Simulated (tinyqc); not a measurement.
Resistance of a source-drain extension with a graded tip: one step of the calculation.

y runs along the channel, the gate covers y > 0. The doping is N0 for y < y0 and N0 10^(-(y - y0)/la) beyond, uniform over the depth xj. Sheet conductance s(y) = q mu(N) max(N - Nch, 0) xj + (for y > 0) ma Cox Vo, with mu(N) = u0 + (u1 - u0)/(1 + (N/Nr)^au) and Cox = eps0 eox/tox. Current is taken as one-dimensional; depletion of the tip, spreading and the contact are left out. The metallurgical junction lies at yj, where N = Nch.

Task. Resistance of the overlapped part. Midpoint rule on 9 equal steps from 0 to yj: R_ov = sum h/s(y), per width.

Parameters, values chosen for the exercise; mobility law close to that of electrons in silicon: relative permittivity of the gate insulator (close to zirconium oxide) eox = 24.5; insulator thickness tox = 5.1 nm; active doping of the extension far from the gate N0 = 5.5e19 cm^-3; lateral abruptness la = 5.9 nm/decade; position under the gate where the fall begins (gate edge at 0) y0 = 2.6 nm; depth of the extension xj = 12 nm; channel doping Nch = 1.9e18 cm^-3; gate overdrive Vo = 0.63 V; mobility of the gate-induced layer ma = 140 cm^2/(V s); mobility at low doping u1 = 1414 cm^2/(V s); mobility at high doping u0 = 68.5 cm^2/(V s); reference doping Nr = 9.2e16 cm^-3; exponent au = 0.711.

Constants: q = 1.602176634e-19 C, eps0 = 8.8541878128e-14 F/cm where lengths are in cm. Results are converted to the units shown.

Wanted: y; N; doped conductance; sheet resistance; R_ov.

Result.

```
point  y (nm)  N (cm^-3)  doped conductance (uS)  sheet resistance (ohm/square)
0      0.6235   5.500e19                   843.6                          820.5
1       1.871   5.500e19                   843.6                          820.5
2       3.118   4.494e19                   701.6                          928.7
3       4.365   2.762e19                   452.0                           1209
4       5.612   1.698e19                   291.8                           1499
5       6.859   1.044e19                   186.3                           1781
6       8.106   6.415e18                   113.9                           2045
7       9.353   3.943e18                   61.07                           2292
8       10.60   2.423e18                   18.95                           2537
```

R_ov = 17.38 ohm um

Computed by the program tinyqc: `OMP_NUM_THREADS=1 python tinyqc.py 2282196 2282197 out.jsonl`, one thread of a shared Intel Xeon 2.30GHz, about 0.03 s for the whole run.
